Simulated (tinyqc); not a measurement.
Solid solubility of a dopant against its melt (retrograde solidus), clustering and the electrically active fraction. Changing the anneal temperature T_a. Computed by tinyqc, a small Python program. Command: `OMP_NUM_THREADS=1 python tinyqc.py 3029146 3029147 out.jsonl retro sweep`. One thread of a shared host (Intel(R) Xeon(R) Processor @ 2.30GHz), about 0.01 s of CPU time with the checks.

Inputs (values chosen for the exercise):
```
quantity                                       value            unit
total dopant density N_t                     1.1e+21          1/cm^3
atoms per cluster m                                3               -
cluster scale N* at 1273 K                   4.2e+20          1/cm^3
activation energy E_b of the cluster scale      0.53              eV
prefactor of n_i                            3.87e+16  1/(cm^3 K^1.5)
energy E_i in n_i                              0.601              eV
mobility mu                                       50      cm^2/(V s)
```

Clustering: clusters that take up free electrons.

Constants: k_B = 8.617333262e-05 eV/K; e = 1.602176634e-19 C.

Method. A highly soluble donor (another dopant than that of the solidus) is limited by clustering. Donors N_a are active, and clusters hold m atoms each: N_t = N_a + m C, m C = N* (N_a/N*)^m (n/N*)^m, each atom taking one electron, n = N_a/2 + sqrt(N_a^2/4 + n_i^2), n_i = prefactor x T^1.5 exp(-E_i/(k_B T)), with N*(T) = N*(1273 K) exp[-(E_b/k_B)(1/T - 1/1273)]. Resistivity = 1/(e mu N_a).

One run for each value:
```
anneal temperature T_a (K)  active density N_a (1/cm^3)  active fraction  resistivity (milliohm cm)
850                                          6.5813e+19          0.05983                     1.8967
950                                          1.2298e+20          0.11180                     1.0150
1050                                         2.0269e+20          0.18426                     0.6159
1150                                         3.0374e+20          0.27613                     0.4110
1250                                         4.2233e+20          0.38394                     0.2956
1350                                         5.5223e+20          0.50203                     0.2260
1450                                         6.8499e+20          0.62272                     0.1822
1550                                         8.1027e+20          0.73661                     0.1541
```

Over the rows, active density N_a (1/cm^3) rises from 6.58e19 to 8.10e20 (exponent d ln y / d ln x 5.6 between the first rows and 2.5 between the last); active fraction rises from 0.0598 to 0.737 (exponent d ln y / d ln x 5.6 between the first rows and 2.5 between the last); resistivity (milliohm cm) falls from 1.90 to 0.154 (exponent d ln y / d ln x -5.6 between the first rows and -2.5 between the last).

Caution (all rows): this clustering law is a generic form; degeneracy and a doping-dependent mobility are left out.
